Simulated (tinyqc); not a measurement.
# Trench capacitor in an array: capacitance, non-linearity, leakage and relaxation: several studies

A film between two metal electrodes, each interface adding a series capacitance ci. The small-signal permittivity is ek (1 + aq E^2); the field is found with the linear permittivity. Leakage J = J0 sinh(E/Ef). After a voltage step the film passes a relaxation current kr C V tt^(-nr), tt being the time in seconds. The sidewall is a coaxial capacitor with radii a = dm/2 - t and b = dm/2, depth AR dm; the end face is left out.

Parameters, values chosen for the exercise; permittivity of the order of that of aluminium oxide: relative permittivity of the film ek = 9.67; film thickness t = 6.4 nm; capacitance of each electrode interface (dead layer and screening) ci = 55 uF/cm^2; quadratic field coefficient of the permittivity aq = 0.0019 cm^2/MV^2; bias V = 1.3 V; exponent of the relaxation current nr = 0.944; strength of the relaxation kr = 0.0081; leakage prefactor J0 = 1.8e-10 A/cm^2; field for an e-fold rise of the leakage Ef = 0.21 MV/cm; diameter of the hole dm = 40 nm; aspect ratio, depth over diameter AR = 20; pitch of the square array pt = 76 nm; resistivity of the inner electrode rho = 570 uohm cm; duration of the write pulse t0 = 1e-8 s.

Constants: eps0 = 8.8541878128e-14 F/cm where lengths are in cm. Results are converted to the units shown.

Each table varies one quantity; the others keep the values above.

## Capacitance, non-linearity and leakage against thickness

Planar film: Cf = eps0 ek/t, 1/C = 1/Cf + 2/ci, EOT = 3.9 eps0/C, effective permittivity C t/eps0, E = (V/t) C/Cf; quadratic coefficient [C(V)/C - 1]/V^2 with Cf (1 + aq E^2) in C(V).

Capacitance, non-linearity and leakage against thickness:
```
t (nm)  C (uF/cm^2)  EOT (nm)  effective permittivity  E (MV/cm)  quadratic coefficient (ppm/V^2)  J (A/cm^2)
2.5          3.0455    1.1338                  8.5991     4.6241                            21281     0.32904
3.7          2.1344    1.6178                  8.9195     3.2408                            10875   4.5337e-4
5.5          1.4733    2.3438                  9.1519     2.2370                           5321.9   3.8064e-6
8.2          1.0060    3.4327                  9.3163     1.5274                           2526.4   1.2970e-7
12          0.69546    4.9653                  9.4255     1.0559                           1221.8   1.3740e-8
18          0.46758    7.3851                  9.5056    0.70994                           557.00   2.6421e-9
27          0.31350    11.015                  9.5598    0.47599                           251.82  8.5889e-10
40          0.21240    16.258                  9.5953    0.32249                           116.02  3.9862e-10
60          0.14196    24.324                  9.6201    0.21555                           51.965  2.1895e-10
```

What does the table show?

C falls from 3.05 to 0.142 uF/cm^2 while the effective permittivity goes from 8.60 to 9.62 (ek = 9.67). EOT is a straight line in t with slope 3.9/ek = 0.403 and intercept 0.126 nm. The quadratic coefficient goes as t^(-1.71) between the first two rows and t^(-1.98) between the last two (-2 without interfaces), and J falls by 9.18 decades. For t = 2.5, 3.7 direct tunnelling, left out, would add to the leakage.

## Cell against the film thickness

Per length 1/c = ln(b/a)/(2 pi eps0 ek) + (1/a + 1/b)/(2 pi ci); cell capacitance c AR dm; per footprint over pt^2; fields c V/(2 pi eps0 ek r) at r = a and b; resistance of the inner electrode rho AR dm/(pi a^2); time constant R C/3 of the distributed line.

Result of one run:
```
t (nm)  cell capacitance (fF)  per footprint (uF/cm^2)  field at a (MV/cm)  field at b (MV/cm)  R (kohm)  R C/3 (ps)
13                    0.39855                   6.9001              1.7198             0.60194    29.622      3.9353
```

What becomes of these results when the film thickness t is changed from 13 to 2.1 nm, all else the same?

Result of the changed run:
```
t (nm)  cell capacitance (fF)  per footprint (uF/cm^2)  field at a (MV/cm)  field at b (MV/cm)  R (kohm)  R C/3 (ps)
2.1                    3.3778                   58.480              5.7001              5.1016    4.5301      5.1006
```

The whole series:
```
t (nm)  cell capacitance (fF)  per footprint (uF/cm^2)  field at a (MV/cm)  field at b (MV/cm)  R (kohm)  R C/3 (ps)
2.1                    3.3778                   58.480              5.7001              5.1016    4.5301      5.1006
2.9                    2.4799                   42.935              4.3807              3.7455    4.9639      4.1034
3.9                    1.8363                   31.792              3.4453              2.7734    5.5997      3.4276
5.2                    1.3474                   23.328              2.7500              2.0350    6.6266      2.9763
7                     0.95524                   16.538              2.2196              1.4427    8.5887      2.7347
9.5                   0.64527                   11.172              1.8563             0.97456    13.165      2.8318
13                    0.39855                   6.9001              1.7198             0.60194    29.622      3.9353
```

As t goes from 2.1 to 13, the cell capacitance falls from 3.38 to 0.399 fF, the capacitance per footprint falls from 58.5 to 6.90 uF/cm^2, the ratio of the two fields rises from 1.12 to 2.86 and R C/3 goes from 5.10 through a minimum of 2.73 (at t = 7 among the rows listed) to 3.94 ps; the time constant goes as t^(-0.67) between the first two rows and t^(1.05) between the last two.

## Charge lost after writing

Planar film: Cf = eps0 ek/t, 1/C = 1/Cf + 2/ci, EOT = 3.9 eps0/C, effective permittivity C t/eps0, E = (V/t) C/Cf. A capacitor written for t0 and then left open loses, as a share of C V, kr (tt^(1 - nr) - t0^(1 - nr))/(1 - nr) by relaxation and J tt/(C V) by leakage; both are taken as small, and rows far outside that range are left out.

The same in every row: leakage current (nA/cm^2) = 912.28.

Charge lost after writing:
```
tt (s)  relaxation current (nA/cm^2)  loss by relaxation (%)  loss by leakage (%)  total loss (%)
1e-6                        6.1972e6                  1.5168            5.5007e-5          1.5169
1e-5                        7.0501e5                  2.4352            5.5007e-4          2.4357
0.0001                         80204                  3.4799            0.0055007          3.4854
0.001                         9124.2                  4.6684             0.055007          4.7234
0.01                          1038.0                  6.0205              0.55007          6.5705
```

What does the table show?

The two currents are equal at tt = 0.0115 s. The loss by relaxation grows from 1.52 to 6.02 %, by 0.918 points over the first decade and 1.35 over the last, while the loss by leakage grows tenfold a decade. Relaxation is the larger loss in every row.

tinyqc, about 0.01 s, one thread, Intel Xeon 2.30GHz (shared host): `OMP_NUM_THREADS=1 python tinyqc.py 2102021 2102022 out.jsonl`
